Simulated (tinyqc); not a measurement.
Exchange-only LDA atom on a uniform radial grid, spin-unpolarised, for He, step by step. Computed by tinyqc, a small Python program that keeps every step. Settings: Z = 2, points = 128, R = 9.1, functional = Slater exchange alone, mixing = 0.2, iteration cap = 70. Command: `OMP_NUM_THREADS=1 python tinyqc.py 26322 26323 out.jsonl` (the two numbers bound the seeds that draw the settings). One thread of a shared host (Intel(R) Xeon(R) Processor @ 2.60GHz), about 0.1 s of CPU time with the checks.

Spherical atom on a uniform radial grid r_j = j h with h = R/(N + 1), h sum u^2 = 1 and integrals as h times sums, u(0) = u(R) = 0 (atomic units):
```
parameter           value
Z                       2
points N              128
R                9.100000
h                0.070543
mixing           0.200000
electrons in 1s         2
```

Three-point differences turn -u''/2 + [l(l+1)/2r^2 - Z/r + V] u = e u into a tridiagonal matrix (diagonal 1/h^2 + potential, off-diagonal -1/2h^2). D = sum f u^2; the Hartree potential y/r solves y'' = -D/r with y(0) = 0, y(R) = N_e; v_xc comes from rho = D/(4 pi r^2); E = sum f e - int D V + int D (V_H/2 + eps_xc); V(new) = V + mixing (V_H + v_xc - V).

Stop when input and output potentials agree to 1e-7.

Course of the cycle (hartree):
```
iteration           E     e(1s)  largest |V(out) - V(in)|
1          -2.5538672  -1.99015                  2.44e+00
2          -2.6110238  -1.63681                  1.85e+00
3          -2.6483984  -1.36823                  1.39e+00
4          -2.6721018  -1.16422                  1.04e+00
5          -2.6866918  -1.00931                  7.76e-01
6          -2.6954221  -0.89170                  5.78e-01
7          -2.7005132  -0.80237                  4.29e-01
8          -2.7034159  -0.73447                  3.19e-01
9          -2.7050400  -0.68280                  2.37e-01
10         -2.7059352  -0.64343                  1.77e-01
11         -2.7064231  -0.61337                  1.33e-01
...               ...       ...                       ...
60         -2.7069983  -0.51230                  1.30e-06
61         -2.7069983  -0.51230                  1.04e-06
62         -2.7069983  -0.51230                  8.25e-07
63         -2.7069983  -0.51229                  6.57e-07
64         -2.7069983  -0.51229                  5.24e-07
65         -2.7069983  -0.51229                  4.18e-07
66         -2.7069983  -0.51229                  3.33e-07
67         -2.7069983  -0.51229                  2.65e-07
68         -2.7069983  -0.51229                  2.11e-07
69         -2.7069983  -0.51229                  1.68e-07
70         -2.7069983  -0.51229                  1.34e-07
```

Can the last value be used, and what does the course show?

Not by the stop rule, although the second column moves by less than 1e-07 over the last three steps; and the uniform grid itself carries an error of order h^2 at the cusp, far above the threshold. Not converged within 70 iterations: the residual falls steadily but slowly, by a factor of about 0.80 a step. Reruns (cap 100 unless said): mixing 0.3: converged in 45; mixing 0.6: converged in 18; the original settings with a cap of 400: converged in 72. Even converged, this uniform grid resolves the cusp poorly and misses the energy of the atom.
